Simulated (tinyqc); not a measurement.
CIS on RHF in the sto-3g basis, for H4, spin multiplicity 1, step by step. One step of it, computed by the program tinyqc.

Question. CIS matrix, triplets. A(ia,jb) = (e_a - e_i) d_ij d_ab - (ij|ab).

orbital energies (hartree): MO1 -0.600174, MO2 -0.516404, MO3 0.499558, MO4 0.788260

Two-electron integrals over orbitals (pq|rs), unique and non-zero (hartree):
```
p,q,r,s,(pq|rs)
1,1,1,1,0.445193
2,1,2,1,0.216990
2,2,1,1,0.443426
2,2,2,2,0.451790
3,1,1,1,-0.033926
3,1,2,2,-0.005053
3,1,3,1,0.101033
3,2,2,1,0.055323
3,2,3,2,0.093050
3,3,1,1,0.437483
3,3,2,2,0.439167
3,3,3,1,-0.012445
3,3,3,3,0.455600
4,1,2,1,0.012968
4,1,3,2,-0.078868
4,1,4,1,0.086457
4,2,1,1,0.044736
4,2,2,2,0.019469
4,2,3,1,-0.099770
4,2,3,3,0.016892
4,2,4,2,0.104382
4,3,2,1,-0.208794
4,3,3,2,-0.056754
4,3,4,1,-0.010444
4,3,4,3,0.221960
4,4,1,1,0.460977
4,4,2,2,0.459415
4,4,3,1,-0.038207
4,4,3,3,0.470519
4,4,4,2,0.049227
4,4,4,4,0.501840
```

Give: CIS matrix A, triplet.

Answer.

CIS matrix A, triplet (hartree), lower triangle:
```
,1>3,1>4,2>3,2>4
1>3,0.6622
1>4,0.0000,0.9275
2>3,0.0000,0.2088,0.5768
2>4,0.2088,0.0000,0.0000,0.8452
```
